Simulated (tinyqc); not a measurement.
## Junction parameters from two forward currents

Question. D(v) = J1 (exp(v/Vt) - 1) + J2 (exp(v/(2 Vt)) - 1). Find J1, J2 and the voltage 2 Vt ln(J2/J1) near which both parts are equal.

Parameters, values chosen for the exercise:
```
symbol,value,unit,meaning
T,330,K,temperature
```

Constants: q = 1.602176634e-19 C, kB = 1.380649e-23 J/K, Vt = kB T/q. Results are converted to the units shown.

junction voltages (V): [0.33, 0.6]
currents (uA/um): [6.1355536e-7, 0.0011969230]

Answer. The current is linear in J1 and J2, so two points give two equations.

J1 = 7.80e-13 uA/um
J2 = 1.60e-9 uA/um
crossover = 0.434 V

tinyqc, about 0.2 s, one thread, Intel Xeon 2.30GHz (shared host): `OMP_NUM_THREADS=1 python tinyqc.py 2182210 2182211 out.jsonl`
